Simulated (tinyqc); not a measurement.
Three ways to the same curve: density of states of one tight-binding band on the triangular lattice.

E(k) = -2 t (cos 2 pi k1 + cos 2 pi k2 + cos 2 pi (k1 + k2)); k in fractions of the reciprocal vectors, mesh k_i = j/N with j = 0 .. N-1. Densities are per cell and per spin, so the band holds one state.

Each cell of the mesh is cut along (i+1, j)-(i, j+1) into two triangles. For corner energies e1 <= e2 <= e3 and eij = ei - ej, the share of the triangle below E is n = (E - e1)^2/(e21 e31) for e1 < E < e2 and n = 1 - (e3 - E)^2/(e31 e32) for e2 < E < e3; its density of states is g = dn/dE.

Gaussian broadening: g(E) = mean over the mesh of exp(-(E - E_k)^2/(2 sigma^2))/(sigma sqrt(2 pi)), n(E) = mean of erfc((E_k - E)/(sigma sqrt 2))/2.

Parameters, chosen for this exercise: t = 1.04 eV (nearest hopping); N2 = 12 (mesh points along each axis in this comparison); sigma = 0.312 eV (Gaussian width).

N = N2 here; the reference is the linear method with N = 240.

g(E) (1/eV):

| E (eV) | reference | linear triangles | Gaussian, sigma | Gaussian, sigma/4 | reference n(E) |
|---|---|---|---|---|---|
| -5.388 | 0.047 | 0.044 | 0.037 | 0.000 | 0.039 |
| -4.537 | 0.051 | 0.054 | 0.076 | 0.085 | 0.081 |
| -2.836 | 0.062 | 0.063 | 0.109 | 0.425 | 0.177 |
| -1.985 | 0.070 | 0.071 | 0.054 | 0.102 | 0.233 |
| -1.134 | 0.080 | 0.079 | 0.104 | 0.103 | 0.296 |
| -0.283 | 0.096 | 0.100 | 0.071 | 0.000 | 0.371 |
| 0.568 | 0.121 | 0.118 | 0.133 | 0.020 | 0.462 |
| 1.419 | 0.176 | 0.191 | 0.144 | 0.088 | 0.584 |
| 2.270 | 0.285 | 0.296 | 0.301 | 0.061 | 0.817 |

Give the missing row, E (eV) = -3.687.

Computed row:
```
E (eV)  reference  linear triangles  Gaussian, sigma  Gaussian, sigma/4  reference n(E)
-3.687      0.056             0.056            0.020              0.000           0.127
```

Root-mean-square errors against the reference: 0.0064 for linear triangles, 0.0266 for sigma and 0.1474 for sigma/4. The narrow Gaussian is worse than the wide one, because it resolves the separate mesh levels. The reference is highest at 2.270 eV of the energies listed, and half filling lies between 0.568 and 1.419 eV.

(tinyqc, `OMP_NUM_THREADS=1 python tinyqc.py 1682412 1682413 out.jsonl`, Intel(R) Xeon(R) Processor @ 2.30GHz, 1 thread, shared host, about 0.08 s.)
